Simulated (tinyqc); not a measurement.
What moves the results: strained quantum well: band edges, subbands and transparency. A value that a table varies takes the place of the one given here.

Growth on (001), barriers unstrained: tr(e) = e (2 - nu2), Z = b e (1 + nu2); Ec = Ev + Eg + ac tr(e), E_HH = Ev + av tr(e) + Z, E_LH = Ev + av tr(e) - Z (coupling to the split-off band left out).

Masses along z: me, 1/(g1 - 2 g2) for HH, 1/(g1 + 2 g2) for LH, likewise in the barrier; in the plane me, 1/(g1 + g2) for HH and 1/(g1 - g2) for LH (no mixing, which understates the hole masses away from k = 0). Level n solves k L + 2 atan[(k/m)/(kappa/mb)] = n pi, k = sqrt(m E/c), kappa = sqrt(mb (V - E)/c), c = hbar^2/2m0.

Transparency (Bernard-Duraffourg): Fc - Fv equals the lowest transition energy with n = p, n = sum m/(2 pi c) kB T ln(1 + exp((Fc - E)/kB T)) and p likewise over the listed subbands; c = hbar^2/2m0, 1/angstrom^2 = 1e16/cm^2.

Constants: hbar^2/2m0 = 3.80998211 eV angstrom^2; kB = 8.617333262e-05 eV/K; hc = 1239.841984 eV nm.

Parameters, chosen for this exercise (near those of an InGaAs/AlGaAs well; not measured data):
```
symbol  value                                                    unit      meaning
nu2     0.947                                                              2 C12/C11
Eg      1.172                                                    eV        unstrained gap of the well
Ev      -0.764                                                   eV        its valence edge
ac      -6.81                                                    eV
av      1.13                                                     eV        Ev moves by av tr(e)
b       -1.97                                                    eV        shear potential
Egb     1.667                                                    eV        gap of the barrier
Evb     -0.905                                                   eV        its valence edge
L       58                                                       angstrom  well width
me      0.0588                                                   m0        electron mass
g1      9.19                                                               gamma1
g2      3.15                                                               gamma2
meb     0.084                                                    m0
g1b     6.3
g2b     1.8
T       300                                                      K         temperature
es      (-0.02, -0.014, -0.008, -0.003, 0, 0.003, 0.007, 0.012)            strains
e       -0.012                                                             strain in the plane
Ls      (30, 40, 55, 70, 90, 120)                                angstrom  widths
```

## Strain as a design knob

Only the strain is changed; the unstrained gap and the masses are kept.

Results:
```
e (%),wavelength (nm),top hole,hh1 - lh1 (meV),n_tr (1e12/cm^2),share in top
-2.0,921,hh1,158,0.551,0.87
-1.4,937,hh1,122,0.555,0.85
-0.8,954,hh1,83,0.574,0.79
-0.3,968,hh1,50,0.624,0.66
0.0,978,hh1,30,0.687,0.53
0.3,987,hh1,10,0.788,0.38
0.7,1014,lh1,-18,0.795,0.76
1.2,1062,lh1,-52,0.736,0.91
```

n_tr is largest at e = +0.7 % (0.80), where hh1 - lh1 = -18 meV and the top subband holds 76 % of the holes, and smallest, 0.55, at -2.0 and -1.4 %. The top hole level turns from hh to lh, and the light from TE to TM, between +0.3 and +0.7 %. The wavelength runs from 921 to 1062 nm.

## Width of the well

All levels anew.

Results:
```
L (angstrom),wavelength (nm),top hole,hh1 - lh1 (meV),n_tr (1e12/cm^2),share in top,n_tr/L (1e18/cm^3)
30,879,hh1,101,0.532,0.93,1.77
40,908,hh1,107,0.535,0.92,1.34
55,938,hh1,109,0.554,0.86,1.01
70,957,hh1,108,0.583,0.77,0.83
90,972,hh1,106,0.630,0.66,0.70
120,986,hh1,103,0.716,0.54,0.60
```

The wavelength tunes by 107 nm. The sheet density at transparency changes from 0.53 to 0.72, the top hole subband holding 0.93 and 0.54 of the holes at the ends, while the volume density falls by a factor 3.0. Critical thickness and carrier escape are left out.

## What each parameter does

Edge wavelength, hh1 - lh1 and n_tr. Each row changes one parameter from the base and keeps the others.

Results:
```
case,wavelength (nm),hh1 - lh1 (meV),n_tr (1e12/cm^2)
base,942.3,109.1,0.559
L = 50 angstrom,929.6,109.1,0.546
e = -0.014,936.9,121.7,0.555
Eg = 1.152 eV,955.4,109.1,0.559
b = -2.27 eV,947.3,121.2,0.555
ac = -6.13 eV,947.9,109.1,0.559
me = 0.0647 m0,943.8,109.1,0.589
g1 = 9.74,941.0,107.4,0.542
T = 340 K,942.3,109.1,0.651
```

The largest shifts from the base row, up to three for each result and ties (the steps differ in size, so this ranks the rows, not the parameters). wavelength (nm): Eg +13.1, L -12.7, ac +5.6; unchanged at the printed digits by T. hh1 - lh1 (meV): e +12.6, b +12.0, g1 -1.7; unchanged at the printed digits by L, Eg, ac, me and T. n_tr (1e12/cm^2): T +0.092, me +0.030, g1 -0.017; unchanged at the printed digits by Eg and ac.

Run: tinyqc, `OMP_NUM_THREADS=1 python tinyqc.py 1280921 1280922 out.jsonl`; Intel(R) Xeon(R) Processor @ 2.30GHz, one thread, shared host; about 0.01 s of CPU time with all checks.
